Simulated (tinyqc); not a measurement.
Changing the anneal time t: hydrogen passivation and dissociation of interface defects with a spread of activation energies. Computed by tinyqc, a small Python program. Command: `OMP_NUM_THREADS=1 python tinyqc.py 3010886 3010887 out.jsonl passivation sweep`. One thread of a shared host (Intel(R) Xeon(R) Processor @ 2.30GHz), about 0.01 s of CPU time with the checks.

All defects start passivated and lose hydrogen by HP -> P + H; no hydrogen is supplied. Activation energies are normally distributed.

Inputs (values chosen for the exercise, for a model interface): defect density N_0 = 6.9e+11 cm^-2; mean dissociation energy E_d = 2.74 eV; spread s_d = 0.098 eV; prefactor k_d0 = 2.5e+13 1/s; anneal temperature T = 920 K.

Ambient: vacuum.

Constants: k_B = 8.617333262e-05 eV/K.

Method. b = k_d0 exp(-E_d/k_B T); the active share of one kind of site is 1 - exp(-b t). Full average: z from -5 to 5 in steps of 0.125 with normalised weights exp(-z^2/2), energy = mean + spread x z.

One run for each value:
```
anneal time t (s)  active share  active share, single energy
1.00e+00                 0.0475                       0.0241
6.00e+00                 0.2102                       0.1364
3.00e+01                 0.5381                       0.5197
2.00e+02                 0.8992                       0.9925
1.00e+03                 0.9906                       1.0000
3.00e+04                 1.0000                       1.0000
2.00e+05                 1.0000                       1.0000
1.00e+06                 1.0000                       1.0000
```

Give the missing row, anneal time t (s) = 6.00e+03.

Computed row:
```
anneal time t (s)  active share  active share, single energy
6.00e+03                 0.9998                       1.0000
```

Interpolating between the two neighbouring rows (the first column on a logarithmic scale, the others too where they are positive) misses most in active share, by 0.43 %. Over the rows, active share rises from 0.0475 to 1.00; active share, single energy rises from 0.0241 to 1.00, flat over part of the range.
